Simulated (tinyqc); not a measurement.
Changing the thickness t_F: switching kinetics of a ferroelectric film and the memory window of a ferroelectric gate stack. Computed by tinyqc, a small Python program. Command: `OMP_NUM_THREADS=1 python tinyqc.py 3014681 3014682 out.jsonl feswitch sweep`. One thread of a shared host (Intel(R) Xeon(R) Processor @ 2.30GHz), about 0.02 s of CPU time with the checks.

Fields in MV/cm; 1 microcoulomb/cm^2 over eps_0 is 11.29409 MV/cm. In the stack (metal, ferroelectric, interlayer, channel) the channel is taken as a conductor.

Inputs (values chosen for the exercise, for a model hafnia-based film):
```
quantity                                   value               unit
saturation polarisation P_s                   12  microcoulomb/cm^2
ratio P_r/P_s                                0.7                  -
coercive field E_c                           1.2              MV/cm
permittivity of the ferroelectric eps_F       27                  -
permittivity of the interlayer eps_I         7.5                  -
interlayer thickness t_I                    0.82                 nm
share s of P screened by trapped charge      0.7                  -
pulse height V                               3.8                  V
time constant t_inf                      1.5e-11                  s
activation field E_a                         9.8              MV/cm
Merz exponent alpha                            2                  -
dimension n                                    2                  -
half width w of log10 t                     0.84                  -
pulse length t_p                         7.8e-07                  s
breakdown field of the interlayer             14              MV/cm
```

Kinetics: nucleation-limited (NLS).

Method:
- Saturated branches: P(E) = P_s tanh[(E -/+ E_c)/(2 delta)], delta = E_c/ln[(1 + P_r/P_s)/(1 - P_r/P_s)]; D = P + eps_0 eps_F E.
- At threshold the channel charge is negligible, so D = 0 on each branch: (1 - s) P(E) + eps_0 eps_F E = 0, with the screened share s. The rising branch has the root E0 between 0 and E_c; window = 2 E0 t_F; its upper bound is 2 E_c t_F.
- Series stack: V = E_F t_F + E_I t_I and eps_I E_I = eps_F E_F + (1 - s) P/eps_0. Before switching P = -P_r, after it P = +P_s; in retention V = 0 and P = +P_r.
- Merz's law: t1 = t_inf exp[(E_a/E)^alpha] at the mean of the fields before and after switching. NLS: switched share = integral of [1 - exp(-(t/tau)^n)] F(z) dz over z = log10 tau, with the Lorentzian F = (1/pi) w/[(z - log10 t1)^2 + w^2].

One run for each value:
```
thickness t_F (nm)  memory window (V)  depolarising field over E_c  E_F after switching (MV/cm)  switching time t1 (s)
4.0                            0.4863                      0.37300                       4.8266             4.1919e-10
7.7                            0.9361                      0.24344                       3.1501             3.7293e-08
11.0                           1.3372                      0.18586                       2.4050             1.0032e-05
15.0                           1.8235                      0.14445                       1.8691             6.6133e-02
19.0                           2.3098                      0.11813                       1.5285             3.9542e+03
```

Over the rows, memory window (V) rises from 0.486 to 2.31 (exponent d ln y / d ln x about 1.00 throughout); depolarising field over E_c falls from 0.373 to 0.118 (exponent d ln y / d ln x -0.65 between the first rows and -0.85 between the last); E_F after switching (MV/cm) falls from 4.83 to 1.53 (exponent d ln y / d ln x -0.65 between the first rows and -0.85 between the last). The exponent of memory window stays at 1: the window is a field times the thickness.  Left out: 23.0, 26.0, 30.0 (switching is frozen at this field).

Caution (rows 4.00, 7.70, 11.0): the interlayer field exceeds its breakdown field, so charge injection would change the fields.
